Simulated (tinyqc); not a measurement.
Inverter chain driving a load.

N inverters, each f = Hc^(1/N) times larger than the one before: delay tau N (f + pp). Switched capacitance in units of the first input, with output capacitance pp times the input: Hc + (1 + pp)(Hc - 1)/(f - 1).

Values chosen for this exercise:

| symbol | value | unit | meaning |
|---|---|---|---|
| Hc | 4800 |  | load over the input capacitance of the chain |
| pp | 1 |  | parasitic delay of an inverter |
| tau | 2.5 | ps | delay unit |

Result of one run:
```
N	f	delay (ps)	switched capacitance
9	2.5646	80.204	10934
```

What becomes of these results when the number of stages N is changed from 9 to 5, all else the same?

Result of the changed run:
```
N	f	delay (ps)	switched capacitance
5	5.4481	80.602	6957.8
```

The whole series:
```
N	f	delay (ps)	switched capacitance
4	8.3236	93.236	6110.6
5	5.4481	80.602	6957.8
6	4.1071	76.607	7889.0
7	3.3565	76.239	8872.9
8	2.8851	77.701	9891.6
9	2.5646	80.204	10934
10	2.3341	83.353	11994
11	2.1610	86.928	13067
```

The delay goes from 93.2 through a minimum of 76.2 (at N = 7 among the rows listed) to 86.9 ps. The best stage effort solves pp + rho (1 - ln rho) = 0, rho = 3.59, which gives N = ln Hc/ln rho = 6.63. One stage fewer than the best costs 0.48 % in delay and saves 11 % of the switched capacitance.

Program tinyqc, `OMP_NUM_THREADS=1 python tinyqc.py 2082102 2082103 out.jsonl`; Intel Xeon 2.30GHz, shared host, one thread, about 0.01 s.
